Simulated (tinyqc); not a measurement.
From peak temperature back to power per gate width P: self-heating of a transistor with one or more fingers, with temperature-dependent conductivity. Computed by tinyqc, a small Python program. Command: `OMP_NUM_THREADS=1 python tinyqc.py 3006259 3006260 out.jsonl selfheat inv`. One thread of a shared host (Intel(R) Xeon(R) Processor @ 2.30GHz), about 0.08 s of CPU time with the checks.

N long parallel fingers lie on the top face of a slab whose bottom is held at T_0; the top is otherwise insulated, and heat flows in two dimensions. P in W/mm is 1000 P in W/m.

Inputs (values chosen for the exercise, modelled on indium phosphide):

| quantity | value | unit |
|---|---|---|
| conductivity at the base temperature kappa_0 | 71.4 | W/(m K) |
| exponent m in kappa ~ T^-m | 1.41 | - |
| base temperature T_0 | 300 | K |
| fingers N | 6 | - |
| finger pitch s | 12 | micrometre |
| width of the heat source w | 1.1 | micrometre |
| substrate thickness t | 120 | micrometre |

Power: power rises with temperature.

Method:
- A line source of power P on the top face raises the top at distance x by (P/(pi kappa_0)) g(x), g(x) = -ln tanh(pi x/(4 t)) (the image sum for the slab). On a strip of width w the centre sees the mean of g over the strip, g_0 = 1 + ln(8 t/(pi w)) for w much below t.
- theta_i = (P/(pi kappa_0)) [g_0 + sum over j != i of g(|i - j| s)], with equal powers and constant conductivity; thermal resistance = largest theta/P.
- Kirchhoff transformation for kappa = kappa_0 (T/T_0)^-m: T = T_0 [1 - (m - 1) theta/T_0]^(-1/(m - 1)), where theta is the linear rise.
- The bracket vanishes at the power P T_0/((m - 1) theta).

Task: A run gave the result below. Find the power per gate width P, known to lie between 0.8 and 2.2 W/mm.

peak temperature = 403.248 K

Result:

Each step takes the trial c = (a f_b - b f_a)/(f_b - f_a), f being the result less the target and a, b, c the logarithms of the listed values; c replaces end b, the old b replaces a if the sign of f changed, and otherwise f_a is halved.

Scan of the range:

| power per gate width P (W/mm) | peak temperature (K) |
|---|---|
| 0.800 | 369.989 |
| 0.947 | 385.309 |
| 1.120 | 404.508 |
| 1.330 | 429.677 |
| 1.570 | 461.231 |
| 1.860 | 503.895 |
| 2.200 | 561.353 |

False position (Illinois rule, in the logarithm of the input) inside the bracket:

| step | end a | end b | trial | peak temperature (K) |
|---|---|---|---|---|
| 1 | 0.94700 | 1.12000 | 1.10773 | 403.103 |
| 2 | 1.12000 | 1.10773 | 1.10899 | 403.247 |
| 3 | 1.12000 | 1.10899 | 1.10901 | 403.249 |
| 4 | 1.10899 | 1.10901 | 1.10900 | 403.248 |

Peak temperature rises at every point of a 13-point scan of the range (every second point is shown), so one value fits; it is bracketed by 0.947 and 1.12. Answer: power per gate width P = 1.109 W/mm.
